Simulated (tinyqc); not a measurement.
Hueckel theory of the pi electrons, for the molecule C=CC=C(N)C=C (SMILES; centres numbered as the heavy atoms are written), step by step. One step of it, computed by the program tinyqc.

Task: Orbitals. Diagonalise; E = alpha + x beta with beta < 0, so the largest x are filled first; degenerate levels share their electrons. P = sum n_i c_ri c_si; each orbital has its largest coefficient positive (the first on a tie).

Hueckel matrix in units of beta (H = alpha + beta A), lower triangle:
```
          1C        2C        3C        4C        5N        6C        7C
1C  0.000000
2C  1.000000  0.000000
3C  0.000000  1.000000  0.000000
4C  0.000000  0.000000  1.000000  0.000000
5N  0.000000  0.000000  0.000000  0.800000  1.500000
6C  0.000000  0.000000  0.000000  1.000000  0.000000  0.000000
7C  0.000000  0.000000  0.000000  0.000000  0.000000  1.000000  0.000000
```

pi electrons, sum of z_r less the charge = 8

Give: x values; occupations; coefficients; charge and bond-order matrix P.

Result:

x values: 2.170  1.439  1.155  0.354  -0.502  -1.259  -1.858

occupations: 2.000  2.000  2.000  2.000  0.000  0.000  0.000

coefficients:
```
      MO1     MO2     MO3     MO4     MO5     MO6     MO7
1C  0.092   0.408  -0.232   0.560  -0.475  -0.435  -0.206
2C  0.200   0.587  -0.269   0.198   0.239   0.548   0.383
3C  0.342   0.437  -0.078  -0.489   0.356  -0.255  -0.505
4C  0.542   0.041   0.179  -0.371  -0.417  -0.227   0.556
5N  0.647  -0.541  -0.415   0.259   0.167   0.066  -0.132
6C  0.317   0.056   0.616   0.150  -0.280   0.488  -0.421
7C  0.146   0.039   0.533   0.425   0.557  -0.388   0.227
```

charge and bond-order matrix P, lower triangle:
```
        1C      2C      3C     4C      5N     6C     7C
1C   1.084
2C   0.862   0.992
3C  -0.092   0.497   1.106
4C  -0.365   0.022   0.743  0.931
5N   0.161  -0.050  -0.219  0.316   1.901
6C  -0.014  -0.079   0.022  0.457  -0.083  1.012
7C   0.286  -0.014  -0.365  0.037  -0.075  0.882  0.975
```
